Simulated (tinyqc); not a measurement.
Van der Pauw, Hall and four-point-probe measurements on a doped layer: one step of the calculation.

A uniform p-type layer with sheet resistance Rs = 1/(q ns mu), point contacts, low field (mu B small).

Task. Sheet density, mobility and bulk values. Rs = 1/z; Hall sheet density B I/(q |VH|); Hall mobility |VH|/(Rs B I); true values ns = rH times the Hall density, mu = Hall mobility/rH; bulk density ns/t, resistivity Rs t; correction factor F = Rs/[(pi/ln 2)(RA + RB)/2].

Parameters, values chosen for the exercise: Hall factor rH = 1.18; magnetic field B = 1 T; current I = 50 uA; thickness of the layer t = 40 nm.

Constants: q = 1.602176634e-19 C. Results are converted to the units shown.

converged z = 0.094880900 mS
VH = 3.9175429 mV
RA = 226.87508 ohm
RB = 9149.9176 ohm

Find: Rs; Hall sheet density; Hall mobility; ns; mu; bulk density; resistivity; F.

Result.

Rs = 10540 ohm/square
Hall sheet density = 7.9661e12 cm^-2
Hall mobility = 74.340 cm^2/(V s)
ns = 9.4000e12 cm^-2
mu = 63.000 cm^2/(V s)
bulk density = 2.3500e18 cm^-3
resistivity = 0.042158 ohm cm
F = 0.49599

Program tinyqc, `OMP_NUM_THREADS=1 python tinyqc.py 2850123 2850124 out.jsonl`; Intel Xeon 2.30GHz, shared host, one thread, about 0.04 s.
